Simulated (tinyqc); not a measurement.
Inside a calculation. Model: strained Delta valleys, repopulation and conductivity mass.

Computed by the program tinyqc: `OMP_NUM_THREADS=1 python tinyqc.py 2530027 2530028 out.jsonl`, one thread of a shared Intel Xeon 2.30GHz, about 0.01 s for the whole run. Printed values are rounded.

A cubic crystal with three pairs of conduction valleys along x, y and z under uniaxial stress X along [001] (X > 0 is tension); current along [110]. Non-degenerate electrons, fixed total density, one relaxation time for all valleys and stresses, masses unchanged by strain, so the mobility goes as the mean inverse mass.

Values chosen for this exercise; values close to those of silicon:
- T = 300 K (temperature)
- s11 = 7.9 1/TPa (compliance)
- s12 = -2.19 1/TPa (compliance)
- s44 = 12.8 1/TPa (compliance)
- Xu = 9 eV (shear deformation potential)
- ml = 0.923 m0 (longitudinal mass)
- mt = 0.195 m0 (transverse mass)
- X = 1500 MPa (uniaxial stress (tension positive))

Constants: q = 1.602176634e-19 C, kB = 1.380649e-23 J/K, Vt = kB T/q. Results are converted to the units shown.

## Strain tensor

Stress s_ij = X a_i a_j with a the unit vector along [001]; strain e_ii = s11 s_ii + s12 (s_jj + s_kk), e_ij = s44 s_ij/2.

strain (%):
```
          x         y        z
x  -0.32850   0.00000  0.00000
y   0.00000  -0.32850  0.00000
z   0.00000   0.00000  1.18500
```

## Valley shifts and shares

Valley shift dE = Xu (n.e.n - trace(e)/3) with n the valley axis; share f proportional to exp(-dE/Vt).

```
valley  dE (meV)   share f
x       -45.4050  0.498716
y       -45.4050  0.498716
z        90.8100  0.002568
```

The splitting is 136 meV, 5.3 Vt.

## Conductivity mass and mobility

Inverse mass along the current d = [110]: (n.d)^2/ml + (1 - (n.d)^2)/mt; mu/mu0 = sum f (1/m) over the plain mean of 1/m.

1/m along d, valley x to z (1/m0): 3.10581  3.10581  5.12821
conductivity mass = 0.321439 m0
unstrained value = 0.264554 m0
mu/mu0 = 0.823030

The possible range, all electrons in one kind of valley, is 0.822 to 1.36.
